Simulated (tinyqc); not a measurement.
Input admittance of a MOSFET at zero drain bias: distributed channel and distributed gate: one step of the calculation.

Source and drain grounded, strong inversion, w = 2 pi f, Cox = eps0 eox/tox. The channel is an RC line of resistance 1/(mu Cox Vo) per square fed from both ends, so one finger has the intrinsic admittance y = i w Cox L tanh(g)/g per width, g = (1/2) sqrt(i w tau), tau = L^2/(mu Vo). The vertical resistance rv/L is in series with y, the overlaps 2 i w Cov in parallel: y_t = 1/(1/y + rv/L) + 2 i w Cov. The gate strip is a line of Rsh/L per length loaded by y_t, so a finger has Y = y_t Wf tanh(k)/k, k = (Wf/sd) sqrt(y_t Rsh/L); the device has Nf Y.

Problem. Low-frequency resistances and capacitance. Low-frequency limits, with c = Cox L and ct = c + 2 Cov: R_strip = Rsh Wf/(3 sd^2 L Nf), R_ch = (c/ct)^2 L/(12 mu Cox Vo Wf Nf), R_vert = (c/ct)^2 rv/(L Wf Nf), C = ct Wf Nf.

Inputs (values chosen for the exercise); values of the order met in silicon radio-frequency transistors: relative permittivity of the gate insulator (close to silicon dioxide) eox = 3.9; insulator thickness tox = 6.9 nm; channel length L = 0.46 um; finger width Wf = 1.1 um; number of fingers Nf = 16; channel mobility mu = 220 cm^2/(V s); gate overdrive Vo = 0.27 V; sheet resistance of the gate Rsh = 3.8 ohm/square; vertical resistivity of the gate stack rv = 2.3 ohm um^2; number of ends at which a finger is contacted sd = 1; overlap and fringe capacitance on each side Cov = 0.2 fF/um.

Constants: eps0 = 8.8541878128e-14 F/cm where lengths are in cm. Results are converted to the units shown.

Find: parts; sum; C; 1/(2 pi R C).

Solution.

parts (ohm): strip 0.1893, channel 53.18, vertical 0.2062
sum = 53.58 ohm
C = 47.56 fF
1/(2 pi R C) = 62.46 GHz

The channel term is the largest, 99.3 % of the sum.

Computed by the program tinyqc: `OMP_NUM_THREADS=1 python tinyqc.py 2262111 2262112 out.jsonl`, one thread of a shared Intel Xeon 2.30GHz, about 0.01 s for the whole run.
